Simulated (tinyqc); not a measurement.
Worked calculation: lattice vibrations of a chain. One step of it, computed by the program tinyqc.

Question. Dynamical matrix at q = 0.34. q is in units of 2 pi/a. A spring k from atom i to atom j, n cells on, adds k to Phi_ii and Phi_jj, -k exp(2 pi i q n) to Phi_ij and the conjugate to Phi_ji (for one atom a cell: 2k (1 - cos 2 pi q n)); D_ij = Phi_ij / sqrt(m_i m_j).

A chain moving along its axis:
```
atom                mass (u)  spring to the next atom (eV/angstrom^2)
1                  70.300000                                18.600000
2                   5.400000                                27.100000
second neighbours          -                                 0.900000
```

Give: D(q).

Answer.

D(q) (eV/(angstrom^2 u)):
```
               1              2
1          0.689  -0.209+1.174i
2  -0.209-1.174i          8.975
```
